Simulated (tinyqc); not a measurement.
Worked calculation: two-band k.p model of the Delta valleys near the X point under shear strain. Values are carried at full precision from step to step, so a last printed digit may differ when a step is redone from the rounded ones.

Constants: hbar^2/2m0 = 3.80998211 eV angstrom^2.

Parameters, chosen for this exercise (near those of Si; not measured data): a = 5.435 angstrom (lattice constant); ml = 0.916 m0 (longitudinal mass); mt = 0.191 m0 (transverse mass); kx0 = 0.146 2 pi/a (distance of the minimum from X); D = 12.7 eV (shear deformation potential); Mp = 0.238 m0 (coupling mass); exy = 0.0027 (shear strain); k = (0.023, 0.056, 0.062) 1/angstrom (wave vector from X).

## Scales

k0 = kx0 2 pi/a; Delta = 2 c k0^2/ml with c = hbar^2/2m0, half the splitting of the two bands at k0; eta = D exy/Delta measures the shear coupling against it.

k0 = 0.16878 1/angstrom
Delta = 0.23699 eV
eta = 0.1447
splitting of the two bands at X, 2 |D exy| = 0.0686 eV

## The Hamiltonian at one k

Valley pair on the [001] axis, kz counted from the X point, c = hbar^2/2m0, k0 = kx0 2 pi/a. H = (c kz^2/ml + c (kx^2 + ky^2)/mt + c k0^2/ml) 1 + (2 c k0 kz/ml) sigma_z + (D exy - 2 c kx ky/Mp) sigma_x, so E = c kz^2/ml + c (kx^2 + ky^2)/mt + c k0^2/ml -/+ sqrt((2 c k0 kz/ml)^2 + (D exy - 2 c kx ky/Mp)^2). Without strain the lower band has its minima, E = 0, at kz = +/- k0. Shifts from diagonal strain are left out.

Fill in the 2 x 2 matrix (sigma_z diagonal) and give its levels.

H(k) (eV):
$$\begin{pmatrix}
0.2946 & -0.0069 \\
-0.0069 & 0.1205
\end{pmatrix}$$

levels (eV): [0.1203, 0.2949]

## Position, depth and masses of the minimum

For |eta| < 1: k_min = k0 sqrt(1 - eta^2), E_min = -Delta eta^2/2, ml(eta) = ml/(1 - eta^2), 1/m[110] = 1/mt + eta/Mp, 1/m[1-10] = 1/mt - eta/Mp. For |eta| > 1 the minimum sits at X: E_min = -Delta (2 |eta| - 1)/2, ml(eta) = ml/(1 - 1/|eta|), and eta is replaced by its sign in the transverse masses.

k_min = 0.1670 1/angstrom
E_min = -2.48 meV
ml(eta) = 0.936 m0

masses along [110] and [1-10] (m0): [0.1711, 0.2161]

The minimum has moved 1.1 % of the way to X; electrons are lighter along [110] (-10.4 % against mt) and heavier across (+13.1 %).

## The two bands along kz

kx = ky = 0, kz from 0 to 1.6 k0 in steps of 0.2 k0, with and without the strain.

Levels (eV):
```
kz/k0  kz (1/angstrom)    lower   upper  lower, no strain  upper, no strain
0.0             0.0000   0.0842  0.1528            0.1185            0.1185
0.2             0.0338   0.0647  0.1817            0.0758            0.1706
0.4             0.0675   0.0366  0.2383            0.0427            0.2322
0.6             0.1013   0.0149  0.3074            0.0190            0.3033
0.8             0.1350   0.0017  0.3870            0.0047            0.3839
1.0             0.1688  -0.0025  0.4764            0.0000            0.4740
1.2             0.2025   0.0027  0.5756            0.0047            0.5735
1.4             0.2363   0.0172  0.6843            0.0190            0.6825
1.6             0.2701   0.0411  0.8026            0.0427            0.8010
```

## Checks

- Depth of the minimum by numerical search against the closed form (eV): both -0.002481.
- Mass along [110] by finite differences against the closed form: both 0.1711.

Run: tinyqc, `OMP_NUM_THREADS=1 python tinyqc.py 1080835 1080836 out.jsonl`; Intel(R) Xeon(R) Processor @ 2.30GHz, one thread, shared host; about 0.01 s of CPU time with all checks.
